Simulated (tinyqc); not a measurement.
Metal-interlayer-semiconductor contact, depinning against tunnelling resistance: two steps of the calculation.

Zero bias, n-type semiconductor. Gap states at the semiconductor surface thin out as exp(-be ti), which unpins the barrier; electrons must then cross the interlayer (a rectangular barrier, no voltage drop across it) and the parabolic depleted layer, both by WKB. Energies E are counted from the Fermi level; no image force, parabolic bands.

Values chosen for this exercise; semiconductor values close to those of gallium nitride; interlayer mass of the order of that in titanium dioxide, offset chosen freely: temperature T = 300 K; band gap Eg = 3.34 eV; relative permittivity eps_r = 9.69; electron affinity chi = 4.22 eV; conduction-band density of states at T Nc = 2.3e18 cm^-3; tunnelling mass in the semiconductor mt = 0.206 m0; Richardson mass mA = 0.203 m0; donor density Nd = 1.2e19 cm^-3; charge-neutrality level above the valence band E0 = 2.2 eV; pinning factor without interlayer S0 = 0.59; metal work function phiM = 4.32 eV; interlayer thickness ti = 0.5 nm; conduction-band offset of the interlayer above the semiconductor dE = 0.07 eV; tunnelling mass in the interlayer mi = 0.3 m0; decay constant of gap states through the interlayer be = 4.2 1/nm.

Constants: q = 1.602176634e-19 C, kB = 1.380649e-23 J/K, eps0 = 8.8541878128e-12 F/m, hbar = 1.054571817e-34 J s, h = 6.62607015e-34 J s, m0 = 9.1093837015e-31 kg, Vt = kB T/q, hbar^2/(2 m0) = 0.0380998212 eV nm^2. Results are converted to the units shown.

Task 1. Pinning, barrier and scales. S = 1/(1 + (1/S0 - 1) exp(-be ti)); phiB = S (phiM - chi) + (1 - S)(Eg - E0); xi = Ec - EF deep inside, from Nd = Nc F(-xi/Vt), F(x) = (2/sqrt(pi)) int_0^infinity sqrt(u) du/(1 + exp(u - x)); band bending U = phiB - xi; E00 = (hbar/2) sqrt(Nd/(eps0 eps_r mt m0)) in volts; A = 4 pi q mA m0 kB^2/h^3.

Wanted: S; phiB; xi; U; E00; A.

Result 1.

S = 0.9216
phiB = 0.1816 eV
xi = -0.08738 eV
U = 0.2689 eV
E00 = 0.04552 eV
A = 24.40 A/(cm^2 K^2)

Task 2. Exponents and integrand on an energy grid. With U = phiB - xi: for xi < E < phiB, y = (E - xi)/U and G1 = (U/E00) [sqrt(1 - y) - y ln((1 + sqrt(1 - y))/sqrt(y))], G1 = 0 above phiB; G2 = 2 ti sqrt(mi max(phiB + dE - E, 0)/C), C = hbar^2/(2 m0); f = 1/(1 + exp(E/Vt)); integrand exp(-G1 - G2) f.

E, point 0 to 16 (eV): -0.08  -0.06062  -0.04125  -0.02188  -0.0025  0.01688  0.03625  0.05562  0.075  0.09438  0.11375  0.13312  0.1525  0.17188  0.19125  0.21062  0.23
phiB = 0.18156020 eV
xi = -0.087380877 eV
E00 = 0.045522114 eV

Wanted: G1; G2; f; integrand.

Result 2.

```
point     G1     G2         f  integrand (1e-3)
0      5.424  1.616    0.9567             0.839
1      4.536  1.568    0.9125             2.039
2      3.828  1.518    0.8314             3.961
3      3.222  1.467    0.6998             6.435
4      2.688  1.414    0.5242             8.664
5      2.214  1.359    0.3423             9.606
6      1.791  1.302    0.1975             8.960
7      1.413  1.242    0.1042             7.324
8      1.077  1.179   0.05210             5.456
9      0.782  1.112   0.02531             3.807
10     0.527  1.042   0.01213             2.527
11     0.313  0.966  0.005770             1.607
12     0.143  0.883  0.002735             0.980
13     0.027  0.792  0.001294             0.570
14     0.000  0.689  6.122e-4             0.307
15     0.000  0.568  2.895e-4             0.164
16     0.000  0.412  1.368e-4             0.091
```

Program tinyqc, `OMP_NUM_THREADS=1 python tinyqc.py 2270114 2270115 out.jsonl`; Intel Xeon 2.30GHz, shared host, one thread, about 0.04 s.
